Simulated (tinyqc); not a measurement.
Worked calculation: RHF in the sto-3g basis, for H2, spin multiplicity 1. One step of it, computed by the program tinyqc.

Task: Iteration 9 (converged): orbitals. Diagonalise F' = X^T F X, C = X C', fill 1 alpha and 1 beta electrons from the bottom; D = 2 C_occ C_occ^T. Each column has its largest component positive (the first on a tie).

converged F (hartree):
```
           1H 1s      2H 1s
1H 1s  -0.284341  -0.518308
2H 1s  -0.518308  -0.284341
```

X:
```
               1         2
1H 1s   1.059636  0.567103
2H 1s  -1.059636  0.567103
```

Give: F' = X^T F X; orbital energies; coefficients C; D after iteration 9.

Result:

F' = X^T F X (hartree):
```
        1        2
1  0.5254   0.0000
2  0.0000  -0.5163
```

orbital energies (hartree): MO1 -0.5163, MO2 0.5254

coefficients C:
```
          MO1      MO2
1H 1s  0.5671   1.0596
2H 1s  0.5671  -1.0596
```

D after iteration 9:
```
        1H 1s   2H 1s
1H 1s  0.6432  0.6432
2H 1s  0.6432  0.6432
```
